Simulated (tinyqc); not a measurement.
Inside a calculation (part 1 of 2). Method: G0W0 on RHF in the 6-31g basis, for H3+, spin multiplicity 1. Computed by tinyqc, a small Python program that keeps every step (integrals from PySCF). Settings: charge = 1, multiplicity = 1, basis = 6-31g, method = RHF, energy threshold = 1e-10, iteration cap = 87, orthogonalisation = canonical, start = Wolfsberg-Helmholz matrix, DIIS depth = 6. Command: `OMP_NUM_THREADS=1 python tinyqc.py 20261 20262 out.jsonl` (the two numbers bound the seeds that draw the settings). One thread of a shared host (Intel(R) Xeon(R) Processor @ 2.60GHz), about 0.05 s of CPU time with the checks. Later iterations appear only in the table of the cycle.

## One-electron integrals

Geometry (angstrom):
```
atom       x       y       z
H     0.0000  0.0000  0.0000
H     0.0000  0.0000  1.1180
H     0.0000  1.1440  0.4100
```

Basis 6-31g: exponents (1/bohr^2) and contraction coefficients of normalised primitives:
```
element  l (shell)  exponent  coefficient
H            s (1)   18.7311       0.0335
H            s (1)    2.8254       0.2347
H            s (1)    0.6401       0.8138
H            s (2)    0.1613       1.0000
```

Overlap, kinetic and nuclear-attraction integrals over the contracted functions; the nuclear repulsion is the sum of Za Zb / Rab.

nuclear repulsion = 1.302106 hartree

overlap S:
```
        1H 1s   1H 2s   2H 1s   2H 2s   3H 1s   3H 2s
1H 1s  1.0000  0.6583  0.1850  0.3662  0.1396  0.3292
1H 2s  0.6583  1.0000  0.3662  0.6977  0.3292  0.6536
2H 1s  0.1850  0.3662  1.0000  0.6583  0.0928  0.2817
2H 2s  0.3662  0.6977  0.6583  1.0000  0.2817  0.5938
3H 1s  0.1396  0.3292  0.0928  0.2817  1.0000  0.6583
3H 2s  0.3292  0.6536  0.2817  0.5938  0.6583  1.0000
```

kinetic energy T (hartree):
```
         1H 1s   1H 2s    2H 1s   2H 2s    3H 1s   3H 2s
1H 1s   1.3957  0.2597  -0.0173  0.0877  -0.0380  0.0696
1H 2s   0.2597  0.2419   0.0877  0.1283   0.0696  0.1133
2H 1s  -0.0173  0.0877   1.3957  0.2597  -0.0488  0.0480
2H 2s   0.0877  0.1283   0.2597  0.2419   0.0480  0.0937
3H 1s  -0.0380  0.0696  -0.0488  0.0480   1.3957  0.2597
3H 2s   0.0696  0.1133   0.0480  0.0937   0.2597  0.2419
```

nuclear attraction V (hartree):
```
         1H 1s    1H 2s    2H 1s    2H 2s    3H 1s    3H 2s
1H 1s  -2.5617  -1.3376  -0.4216  -0.7656  -0.3074  -0.6853
1H 2s  -1.3376  -1.4788  -0.7545  -1.0921  -0.6658  -1.0210
2H 1s  -0.4216  -0.7545  -2.5197  -1.3105  -0.1973  -0.5761
2H 2s  -0.7656  -1.0921  -1.3105  -1.4489  -0.5677  -0.9279
3H 1s  -0.3074  -0.6658  -0.1973  -0.5677  -2.4819  -1.2867
3H 2s  -0.6853  -1.0210  -0.5761  -0.9279  -1.2867  -1.4251
```

core Hamiltonian H = T + V (hartree):
```
         1H 1s    1H 2s    2H 1s    2H 2s    3H 1s    3H 2s
1H 1s  -1.1660  -1.0778  -0.4389  -0.6779  -0.3454  -0.6156
1H 2s  -1.0778  -1.2369  -0.6668  -0.9638  -0.5962  -0.9077
2H 1s  -0.4389  -0.6668  -1.1240  -1.0507  -0.2461  -0.5281
2H 2s  -0.6779  -0.9638  -1.0507  -1.2069  -0.5197  -0.8341
3H 1s  -0.3454  -0.5962  -0.2461  -0.5197  -1.0863  -1.0269
3H 2s  -0.6156  -0.9077  -0.5281  -0.8341  -1.0269  -1.1832
```

## Two-electron integrals

Functions are numbered as in S; the eight-fold symmetry (ij|kl) = (ji|kl) = (kl|ij) leaves the list below.

Two-electron integrals (ij|kl) in chemists' order, unique and non-zero (hartree):
```
(11|11) 1.0766   (21|11) 0.5785   (21|21) 0.3294   (22|11) 0.5874
(22|21) 0.3613   (22|22) 0.4532   (31|11) 0.1429   (31|21) 0.0842
(31|22) 0.0970   (31|31) 0.0315   (32|11) 0.1979   (32|21) 0.1246
(32|22) 0.1620   (32|31) 0.0516   (32|32) 0.1009   (33|11) 0.4691
(33|21) 0.3035   (33|22) 0.4163   (33|31) 0.1429   (33|32) 0.3111
(33|33) 1.0766   (41|11) 0.3111   (41|21) 0.1786   (41|22) 0.1983
(41|31) 0.0516   (41|32) 0.0787   (41|33) 0.1979   (41|41) 0.1009
(42|11) 0.3719   (42|21) 0.2315   (42|22) 0.2982   (42|31) 0.0742
(42|32) 0.1351   (42|33) 0.3719   (42|41) 0.1351   (42|42) 0.2206
(43|11) 0.3035   (43|21) 0.1949   (43|22) 0.2659   (43|31) 0.0842
(43|32) 0.1786   (43|33) 0.5785   (43|41) 0.1246   (43|42) 0.2315
(43|43) 0.3294   (44|11) 0.4163   (44|21) 0.2659   (44|22) 0.3644
(44|31) 0.0970   (44|32) 0.1983   (44|33) 0.5874   (44|41) 0.1620
(44|42) 0.2982   (44|43) 0.3613   (44|44) 0.4532   (51|11) 0.1034
(51|21) 0.0615   (51|22) 0.0720   (51|31) 0.0174   (51|32) 0.0272
(51|33) 0.0671   (51|41) 0.0348   (51|42) 0.0490   (51|43) 0.0432
(51|44) 0.0587   (51|51) 0.0178   (52|11) 0.1674   (52|21) 0.1062
(52|22) 0.1407   (52|31) 0.0313   (52|32) 0.0549   (52|33) 0.1407
(52|41) 0.0609   (52|42) 0.0995   (52|43) 0.0910   (52|44) 0.1266
(52|51) 0.0344   (52|52) 0.0814   (53|11) 0.0496   (53|21) 0.0315
(53|22) 0.0414   (53|31) 0.0121   (53|32) 0.0228   (53|33) 0.0650
(53|41) 0.0196   (53|42) 0.0333   (53|43) 0.0391   (53|44) 0.0467
(53|51) 0.0094   (53|52) 0.0208   (53|53) 0.0078   (54|11) 0.1337
(54|21) 0.0856   (54|22) 0.1157   (54|31) 0.0273   (54|32) 0.0500
(54|33) 0.1321   (54|41) 0.0504   (54|42) 0.0861   (54|43) 0.0846
(54|44) 0.1147   (54|51) 0.0279   (54|52) 0.0681   (54|53) 0.0191
(54|54) 0.0594   (55|11) 0.4334   (55|21) 0.2821   (55|22) 0.3956
(55|31) 0.0836   (55|32) 0.1530   (55|33) 0.3926   (55|41) 0.1631
(55|42) 0.2851   (55|43) 0.2569   (55|44) 0.3690   (55|51) 0.1034
(55|52) 0.2781   (55|53) 0.0650   (55|54) 0.2358   (55|55) 1.0766
(61|11) 0.2781   (61|21) 0.1598   (61|22) 0.1778   (61|31) 0.0426
(61|32) 0.0642   (61|33) 0.1580   (61|41) 0.0880   (61|42) 0.1166
(61|43) 0.1010   (61|44) 0.1362   (61|51) 0.0344   (61|52) 0.0613
(61|53) 0.0179   (61|54) 0.0494   (61|55) 0.1674   (61|61) 0.0814
(62|11) 0.3426   (62|21) 0.2136   (62|22) 0.2765   (62|31) 0.0609
(62|32) 0.1060   (62|33) 0.2779   (62|41) 0.1199   (62|42) 0.1900
(62|43) 0.1771   (62|44) 0.2416   (62|51) 0.0524   (62|52) 0.1130
(62|53) 0.0317   (62|54) 0.0942   (62|55) 0.3426   (62|61) 0.1130
(62|62) 0.1936   (63|11) 0.1409   (63|21) 0.0896   (63|22) 0.1193
(63|31) 0.0374   (63|32) 0.0756   (63|33) 0.2358   (63|41) 0.0568
(63|42) 0.1010   (63|43) 0.1358   (63|44) 0.1516   (63|51) 0.0217
(63|52) 0.0459   (63|53) 0.0191   (63|54) 0.0426   (63|55) 0.1321
(63|61) 0.0478   (63|62) 0.0831   (63|63) 0.0594   (64|11) 0.2684
(64|21) 0.1701   (64|22) 0.2286   (64|31) 0.0566   (64|32) 0.1083
(64|33) 0.3038   (64|41) 0.1007   (64|42) 0.1752   (64|43) 0.1900
(64|44) 0.2474   (64|51) 0.0433   (64|52) 0.0982   (64|53) 0.0316
(64|54) 0.0870   (64|55) 0.3038   (64|61) 0.0913   (64|62) 0.1659
(64|63) 0.0870   (64|64) 0.1598   (65|11) 0.2821   (65|21) 0.1824
(65|22) 0.2537   (65|31) 0.0541   (65|32) 0.0991   (65|33) 0.2569
(65|41) 0.1051   (65|42) 0.1824   (65|43) 0.1672   (65|44) 0.2380
(65|51) 0.0615   (65|52) 0.1598   (65|53) 0.0391   (65|54) 0.1358
(65|55) 0.5785   (65|61) 0.1062   (65|62) 0.2136   (65|63) 0.0846
(65|64) 0.1900   (65|65) 0.3294   (66|11) 0.3956   (66|21) 0.2537
(66|22) 0.3518   (66|31) 0.0748   (66|32) 0.1387   (66|33) 0.3690
(66|41) 0.1446   (66|42) 0.2510   (66|43) 0.2380   (66|44) 0.3348
(66|51) 0.0720   (66|52) 0.1778   (66|53) 0.0467   (66|54) 0.1516
(66|55) 0.5874   (66|61) 0.1407   (66|62) 0.2765   (66|63) 0.1147
(66|64) 0.2474   (66|65) 0.3613   (66|66) 0.4532
```

## Orthogonalisation

S = U s U^T; canonical form X = U s^(-1/2), so that X^T S X = 1. Each column of U has its largest component positive (the first on a tie).

eigenvalues of S: 0.1658  0.2061  0.3820  0.9321  1.1188  3.1951

X:
```
             1        2        3        4        5       6
1H 1s  -0.7951   0.1789   0.7512   0.7523  -0.1573  0.1920
1H 2s   1.7801  -0.3390  -0.5388   0.3149  -0.0693  0.2752
2H 1s   0.5452   0.6249   0.7765  -0.5311  -0.4920  0.1823
2H 2s  -1.2523  -1.1516  -0.5335  -0.2530  -0.2536  0.2661
3H 1s   0.2318  -0.8181   0.7854  -0.2221   0.6524  0.1727
3H 2s  -0.5565   1.5228  -0.5083  -0.1110   0.3637  0.2579
```

## Starting guess

The start is the generalised Wolfsberg-Helmholz matrix (K = 1.75) built on H; D = 2 C_occ C_occ^T.

D at the start:
```
        1H 1s   1H 2s   2H 1s   2H 2s   3H 1s   3H 2s
1H 1s  0.0745  0.1241  0.0574  0.1100  0.0425  0.0970
1H 2s  0.1241  0.2066  0.0955  0.1831  0.0707  0.1616
2H 1s  0.0574  0.0955  0.0442  0.0847  0.0327  0.0747
2H 2s  0.1100  0.1831  0.0847  0.1623  0.0627  0.1432
3H 1s  0.0425  0.0707  0.0327  0.0627  0.0242  0.0553
3H 2s  0.0970  0.1616  0.0747  0.1432  0.0553  0.1264
```

## Iteration 1: building the Fock matrix

J_ij = sum D_kl (ij|kl), K_ij = sum D_kl (ik|jl); F = H + J - 0.5 K; E = tr D H + tr D J / 2 - 0.25 tr D K + E_nn.

Coulomb J (hartree):
```
        1H 1s   1H 2s   2H 1s   2H 2s   3H 1s   3H 2s
1H 1s  1.1503  0.7008  0.2172  0.4033  0.1586  0.3606
1H 2s  0.7008  0.8769  0.3863  0.6349  0.3286  0.5859
2H 1s  0.2172  0.3863  1.0663  0.6578  0.1035  0.2955
2H 2s  0.4033  0.6349  0.6578  0.8426  0.2811  0.5289
3H 1s  0.1586  0.3286  0.1035  0.2811  0.9800  0.6122
3H 2s  0.3606  0.5859  0.2955  0.5289  0.6122  0.8043
```

exchange K (hartree):
```
        1H 1s   1H 2s   2H 1s   2H 2s   3H 1s   3H 2s
1H 1s  0.6593  0.6529  0.3754  0.5342  0.3087  0.4914
1H 2s  0.6529  0.7613  0.4931  0.6755  0.4125  0.6246
2H 1s  0.3754  0.4931  0.5237  0.5482  0.2545  0.4164
2H 2s  0.5342  0.6755  0.5482  0.6823  0.3788  0.5803
3H 1s  0.3087  0.4125  0.2545  0.3788  0.3979  0.4444
3H 2s  0.4914  0.6246  0.4164  0.5803  0.4444  0.5980
```

Fock matrix F (hartree):
```
         1H 1s    1H 2s    2H 1s    2H 2s    3H 1s    3H 2s
1H 1s  -0.3453  -0.7035  -0.4094  -0.5416  -0.3411  -0.5007
1H 2s  -0.7035  -0.7406  -0.5271  -0.6667  -0.4738  -0.6341
2H 1s  -0.4094  -0.5271  -0.3195  -0.6670  -0.2699  -0.4408
2H 2s  -0.5416  -0.6667  -0.6670  -0.7054  -0.4280  -0.5954
3H 1s  -0.3411  -0.4738  -0.2699  -0.4280  -0.3053  -0.6369
3H 2s  -0.5007  -0.6341  -0.4408  -0.5954  -0.6369  -0.6779
```

total energy of this density = -1.149339 hartree

## Iteration 1: diagonalisation and new density

Diagonalise F' = X^T F X, C = X C', fill 1 alpha and 1 beta electrons from the bottom; D = 2 C_occ C_occ^T. Each column has its largest component positive (the first on a tie).

F' = X^T F X (hartree):
```
         1        2        3        4        5        6
1   0.4650   0.0052  -0.0015  -0.3775   0.0030   0.0061
2   0.0052   0.4717  -0.0009  -0.0060  -0.2950  -0.0049
3  -0.0015  -0.0009   0.5662  -0.0087   0.0014  -0.1287
4  -0.3775  -0.0060  -0.0087  -0.0446   0.0014  -0.0181
5   0.0030  -0.2950   0.0014   0.0014  -0.2198   0.0137
6   0.0061  -0.0049  -0.1287  -0.0181   0.0137  -1.0007
```

orbital energies (hartree): MO1 -1.0118, MO2 -0.3284, MO3 -0.2451, MO4 0.5766, MO5 0.5802, MO6 0.6663

coefficients C:
```
          MO1      MO2      MO3      MO4      MO5      MO6
1H 1s  0.2692  -0.0813   0.2925   0.7900   0.1549  -1.0214
1H 2s  0.2397  -0.2022   1.1002  -0.6574  -0.2880   1.3892
2H 1s  0.2435  -0.2416  -0.2112   0.8606   0.5556   0.7978
2H 2s  0.2197  -0.6152  -0.8341  -0.6833  -0.8072  -1.0663
3H 1s  0.2205   0.3326  -0.0835   0.5700  -1.1353   0.2541
3H 2s  0.2064   0.8792  -0.3485  -0.2700   1.4025  -0.3483
```

D after iteration 1:
```
        1H 1s   1H 2s   2H 1s   2H 2s   3H 1s   3H 2s
1H 1s  0.1449  0.1291  0.1311  0.1183  0.1187  0.1111
1H 2s  0.1291  0.1149  0.1167  0.1054  0.1057  0.0990
2H 1s  0.1311  0.1167  0.1185  0.1070  0.1074  0.1005
2H 2s  0.1183  0.1054  0.1070  0.0966  0.0969  0.0907
3H 1s  0.1187  0.1057  0.1074  0.0969  0.0973  0.0910
3H 2s  0.1111  0.0990  0.1005  0.0907  0.0910  0.0852
```

## Iteration 6 (converged): orbitals

converged F (hartree):
```
         1H 1s    1H 2s    2H 1s    2H 2s    3H 1s    3H 2s
1H 1s  -0.3212  -0.6820  -0.4193  -0.5312  -0.3576  -0.4947
1H 2s  -0.6820  -0.6981  -0.5206  -0.6321  -0.4748  -0.6041
2H 1s  -0.4193  -0.5206  -0.2953  -0.6510  -0.2897  -0.4408
2H 2s  -0.5312  -0.6321  -0.6510  -0.6658  -0.4314  -0.5687
3H 1s  -0.3576  -0.4748  -0.2897  -0.4314  -0.2761  -0.6259
3H 2s  -0.4947  -0.6041  -0.4408  -0.5687  -0.6259  -0.6423
```

As before.

F' = X^T F X (hartree):
```
         1        2        3        4        5        6
1   0.4848   0.0044   0.0058  -0.3863   0.0035   0.0063
2   0.0044   0.5030  -0.0088  -0.0056  -0.3089  -0.0053
3   0.0058  -0.0088   0.5869  -0.0138   0.0065  -0.1660
4  -0.3863  -0.0056  -0.0138  -0.0053  -0.0006  -0.0134
5   0.0035  -0.3089   0.0065  -0.0006  -0.1726   0.0092
6   0.0063  -0.0053  -0.1660  -0.0134   0.0092  -0.9730
```

orbital energies (hartree): MO1 -0.9908, MO2 -0.2926, MO3 -0.2177, MO4 0.5991, MO5 0.6271, MO6 0.6987

coefficients C:
```
          MO1      MO2      MO3      MO4      MO5      MO6
1H 1s  0.2834  -0.0748   0.2809   0.8703  -0.0764  -0.9633
1H 2s  0.2206  -0.1914   1.1241  -0.8058  -0.0521   1.3240
2H 1s  0.2612  -0.2357  -0.1955   0.9004   0.3985   0.8464
2H 2s  0.2066  -0.6448  -0.8366  -0.7725  -0.6796  -1.0776
3H 1s  0.2417   0.3109  -0.0819   0.2720  -1.2215   0.3420
3H 2s  0.2007   0.8958  -0.3690   0.0708   1.3933  -0.4157
```

D after iteration 6:
```
        1H 1s   1H 2s   2H 1s   2H 2s   3H 1s   3H 2s
1H 1s  0.1606  0.1250  0.1480  0.1171  0.1370  0.1137
1H 2s  0.1250  0.0973  0.1152  0.0912  0.1066  0.0885
2H 1s  0.1480  0.1152  0.1364  0.1079  0.1262  0.1048
2H 2s  0.1171  0.0912  0.1079  0.0854  0.0999  0.0829
3H 1s  0.1370  0.1066  0.1262  0.0999  0.1168  0.0970
3H 2s  0.1137  0.0885  0.1048  0.0829  0.0970  0.0805
```

## Convergence

Stop when the energy changes by less than 1e-10 hartree and every element of the error matrix X^T (F D S - S D F) X is below 3e-06.

Course of the cycle:
```
iteration  E (hartree)     change  largest element of the error matrix
1            -1.149339          -                             3.84e-01
2            -1.205905  -5.66e-02                             6.27e-02
3            -1.207464  -1.56e-03                             5.52e-04
4            -1.207464  -2.88e-07                             8.17e-05
5            -1.207464  -6.87e-09                             1.40e-06
6            -1.207464  -2.38e-12                             6.68e-08
```

PySCF RHF in the same basis = -1.207464 hartree

Converged in 6 iterations.

## Populations, bond orders and dipole

Mulliken: Z minus the diagonal of D S on the atom; Loewdin: the same with S^(1/2) D S^(1/2); Mayer order: 2 sum_s sum (D(s) S)_ij (D(s) S)_ji over the two atoms.

Charges (e):
```
atom  Mulliken  Loewdin
1H      0.2518   0.2546
2H      0.3414   0.3393
3H      0.4068   0.4061
```

Mayer bond orders:
```
pair   order
2-1   0.4928
3-1   0.4438
3-2   0.3907
```

dipole moment about the origin, x y z (debye): 0.0000  2.2483  2.6366

## Integrals over molecular orbitals

(pq|rs) = sum C_ip C_jq C_kr C_ls (ij|kl), one index at a time.

one-electron integrals over orbitals h = C^T H C (hartree):
```
         1        2        3        4        5        6
1  -1.5187   0.0136  -0.0154  -0.0957   0.0290   0.0038
2   0.0136  -1.0599  -0.0013   0.0677   0.1552   0.0079
3  -0.0154  -0.0013  -0.9888  -0.0178   0.0000   0.1824
4  -0.0957   0.0677  -0.0178  -0.2316  -0.0154   0.0180
5   0.0290   0.1552   0.0000  -0.0154  -0.1993  -0.0075
6   0.0038   0.0079   0.1824   0.0180  -0.0075  -0.2079
```

Two-electron integrals over orbitals (pq|rs), unique and non-zero (hartree):
```
(11|11) 0.5279      (21|11) -0.0136     (21|21) 0.1115      (22|11) 0.4394
(22|21) 0.0411      (22|22) 0.4514      (31|11) 0.0154      (31|21) 4.62e-04
(31|22) -0.0387     (31|31) 0.1014      (32|11) 0.0009      (32|21) -0.0488
(32|22) -0.0070     (32|31) -0.0329     (32|32) 0.0439      (33|11) 0.4363
(33|21) -0.0402     (33|22) 0.3524      (33|31) 0.0398      (33|32) 0.0064
(33|33) 0.4218      (41|11) 0.0957      (41|21) -0.0264     (41|22) 0.0519
(41|31) 0.0091      (41|32) 0.0083      (41|33) 0.0659      (41|41) 0.0632
(42|11) -0.0470     (42|21) 0.0141      (42|22) -0.0281     (42|31) 0.0066
(42|32) -0.0090     (42|33) -0.0304     (42|41) -0.0324     (42|42) 0.0298
(43|11) 0.0134      (43|21) 0.0071      (43|22) -0.0010     (43|31) 0.0195
(43|32) -0.0097     (43|33) 0.0121      (43|41) 0.0079      (43|42) 0.0070
(43|43) 0.0430      (44|11) 0.4469      (44|21) -0.0687     (44|22) 0.3577
(44|31) 0.0190      (44|32) 0.0241      (44|33) 0.4055      (44|41) 0.0851
(44|42) -0.0416     (44|43) 0.0052      (44|44) 0.4415      (51|11) -0.0290
(51|21) -0.0537     (51|22) -0.0478     (51|31) -0.0013     (51|32) 0.0250
(51|33) -0.0021     (51|41) 0.0036      (51|42) -0.0174     (51|43) -0.0093
(51|44) 0.0089      (51|51) 0.0582      (52|11) -0.1044     (52|21) -0.0351
(52|22) -0.1022     (52|31) 0.0226      (52|32) 0.0076      (52|33) -0.0497
(52|41) -0.0324     (52|42) 0.0086      (52|43) 0.0069      (52|44) -0.0547
(52|51) 0.0569      (52|52) 0.1015      (53|11) -0.0007     (53|21) 0.0242
(53|22) 0.0056      (53|31) 0.0124      (53|32) -0.0105     (53|33) -0.0029
(53|41) -0.0091     (53|42) 0.0114      (53|43) 0.0042      (53|44) -0.0130
(53|51) -0.0220     (53|52) -0.0151     (53|53) 0.0158      (54|11) 0.0095
(54|21) -0.0514     (54|22) -0.0061     (54|31) -0.0174     (54|32) 0.0285
(54|33) 0.0142      (54|41) 0.0163      (54|42) -0.0098     (54|43) -0.0097
(54|44) 0.0363      (54|51) 0.0246      (54|52) 0.0092      (54|53) -0.0143
(54|54) 0.0328      (55|11) 0.4423      (55|21) 0.1148      (55|22) 0.4763
(55|31) -0.0367     (55|32) -0.0400     (55|33) 0.3292      (55|41) 0.0471
(55|42) -0.0187     (55|43) -1.30e-04   (55|44) 0.3207      (55|51) -0.1038
(55|52) -0.1594     (55|53) 0.0281      (55|54) -0.0451     (55|55) 0.5995
(61|11) -0.0038     (61|21) -0.0032     (61|22) 0.0334      (61|31) -0.0646
(61|32) 0.0252      (61|33) -0.0226     (61|41) -0.0055     (61|42) -0.0112
(61|43) -0.0470     (61|44) -0.0045     (61|51) 0.0023      (61|52) -0.0288
(61|53) -0.0063     (61|54) 0.0165      (61|55) 0.0384      (61|61) 0.0763
(62|11) -0.0056     (62|21) 0.0402      (62|22) 3.26e-04    (62|31) 0.0279
(62|32) -0.0244     (62|33) -0.0059     (62|41) -0.0136     (62|42) 0.0197
(62|43) 0.0225      (62|44) -0.0251     (62|51) -0.0318     (62|52) -0.0106
(62|53) 0.0195      (62|54) -0.0264     (62|55) 0.0315      (62|61) -0.0310
(62|62) 0.0374      (63|11) -0.1235     (63|21) 0.0299      (63|22) -0.0649
(63|31) -0.0275     (63|32) -0.0035     (63|33) -0.0888     (63|41) -0.0687
(63|42) 0.0322      (63|43) -0.0170     (63|44) -0.1091     (63|51) -0.0014
(63|52) 0.0331      (63|53) 0.0078      (63|54) -0.0146     (63|55) -0.0553
(63|61) 0.0210      (63|62) 0.0083      (63|63) 0.0891      (64|11) -0.0118
(64|21) -0.0253     (64|22) 0.0370      (64|31) -0.1101     (64|32) 0.0503
(64|33) -0.0343     (64|41) -0.0036     (64|42) -0.0161     (64|43) -0.0388
(64|44) -0.0034     (64|51) 0.0170      (64|52) -0.0219     (64|53) -0.0191
(64|54) 0.0357      (64|55) 0.0223      (64|61) 0.0895      (64|62) -0.0474
(64|63) 0.0254      (64|64) 0.1507      (65|11) 0.0049      (65|21) -0.0609
(65|22) -0.0239     (65|31) -0.0036     (65|32) 0.0331      (65|33) 0.0201
(65|41) 0.0172      (65|42) -0.0165     (65|43) -0.0109     (65|44) 0.0398
(65|51) 0.0409      (65|52) 0.0265      (65|53) -0.0151     (65|54) 0.0325
(65|55) -0.0746     (65|61) 0.0101      (65|62) -0.0285     (65|63) -0.0169
(65|64) 0.0234      (65|65) 0.0449      (66|11) 0.4915      (66|21) -0.0625
(66|22) 0.3818      (66|31) 0.0372      (66|32) 0.0164      (66|33) 0.4440
(66|41) 0.1172      (66|42) -0.0572     (66|43) 0.0210      (66|44) 0.4695
(66|51) 0.0030      (66|52) -0.0714     (66|53) -0.0128     (66|54) 0.0308
(66|55) 0.3551      (66|61) -0.0245     (66|62) -0.0193     (66|63) -0.1429
(66|64) -0.0293     (66|65) 0.0369      (66|66) 0.5299
```

## Screening: direct RPA

With D = e_a - e_i and K = (ia|jb): diagonalise D^(1/2) (D + 4K) D^(1/2) = Z w^2 Z^T; X + Y = D^(1/2) Z w^(-1/2), each column of Z with its largest component positive (the first on a tie); E_c = (sum w - tr (D + 2K)) / 2.

D^(1/2) (D + 4K) D^(1/2) (hartree^2):
```
         1>2      1>3      1>4      1>5      1>6
1>2   0.7989   0.0014  -0.1111  -0.2284  -0.0140
1>3   0.0014   0.9115   0.0402  -0.0060  -0.2952
1>4  -0.1111   0.0402   2.9298   0.0233  -0.0358
1>5  -0.2284  -0.0060   0.0233   2.9941   0.0154
1>6  -0.0140  -0.2952  -0.0358   0.0154   3.3702
```

excitation energies w (hartree): 0.8774  0.9359  1.7086  1.7407  1.8464

X + Y:
```
           1        2        3        4        5
1>2   0.8863   0.0092  -0.0078  -0.0713  -0.0032
1>3  -0.0100   0.9024   0.0044   0.0031  -0.0765
1>4   0.0677  -0.0220   0.9006   0.3298  -0.0751
1>5   0.1377   0.0043  -0.3373   0.8983   0.0343
1>6   0.0059   0.1576   0.0894  -0.0062   0.9460
```

RPA correlation energy = -0.040433 hartree
